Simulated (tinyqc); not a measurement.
## Slope factor and drain-induced lowering from three currents

Question. With source and body at 0 V, I = A exp((Vg + dd Vd)/(nf Vt)) (1 - exp(-Vd/Vt)). Find nf, the swing nf Vt ln 10 and dd.

Inputs (values chosen for the exercise):
- T = 300 K (temperature)

Constants: q = 1.602176634e-19 C, kB = 1.380649e-23 J/K, Vt = kB T/q. Results are converted to the units shown.

currents at (Vg, Vd) = (0, 0.05), (0, 1.2) and (0.09, 1.2) V (nA/um): [4.8844619e-4, 0.043139584, 0.48398259]

Answer. The pair at equal Vd gives nf; the pair at equal Vg, after dividing out the factors 1 - exp(-Vd/Vt), gives dd.

nf = 1.440
swing = 85.72 mV/decade
dd = 0.1400

Program tinyqc, `OMP_NUM_THREADS=1 python tinyqc.py 2242048 2242049 out.jsonl`; Intel Xeon 2.30GHz, shared host, one thread, about 0.03 s.
